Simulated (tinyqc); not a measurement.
Wafer bonding and layer transfer: bond energy, gap closing, particles, bonding of dissimilar wafers and hydrogen blisters: one step, computed by the program tinyqc.

gamma is the energy per area of each of the two surfaces; plates are isotropic.

Problem. Heating a pair with different expansion. M = E/(1 - nu), misfit e = (alpha_2 - alpha_1) dT. Curvature k = 6 M1 M2 t1 t2 (t1 + t2) e/[M1^2 t1^4 + M2^2 t2^4 + 2 M1 M2 t1 t2 (2 t1^2 + 3 t1 t2 + 2 t2^2)]; force per width F = k (M1 t1^3 + M2 t2^3)/(6 (t1 + t2)); at the interface s1 = F/t1 + M1 k t1/2, s2 = -F/t2 - M2 k t2/2; stored biaxial energy U = F^2 [1/(M1 t1) + 1/(M2 t2)] + k^2 (M1 t1^3 + M2 t2^3)/12; the pair can part when U > 2 gamma.

Inputs (values chosen for the exercise, with wafer 1 close to silicon):
```
quantity,value,unit
Young's modulus E1,154,GPa
Young's modulus E2,81.2,GPa
Poisson ratio nu,0.21,-
thickness t1,775,micrometre
thickness t2,500,micrometre
expansion mismatch alpha_2 - alpha_1,-3,1e-6/K
heating dT,225,K
```

Pair: two different wafers.

bond energy gamma = 0.1822302 J/m^2

Give: curvature; force per width; stress in wafer 1 at the interface; stress in wafer 2 at the interface; stored energy U; largest dT for this gamma.

Solution.

curvature = -0.68140 1/m

force per width = -9.2268 kN/m

stress in wafer 1 at the interface = -63.377 MPa

stress in wafer 2 at the interface = 35.963 MPa

stored energy U = 6.2281 J/m^2

largest dT for this gamma = 54.429 K

U exceeds 2 gamma: the pair can debond; the bond strengthens on heating, so slow ramps or thinning one wafer first help. Caution: on a wafer of 100 mm the sag k R^2/2 would exceed half the thickness of the pair, beyond the small-deflection theory: the plate stiffens.
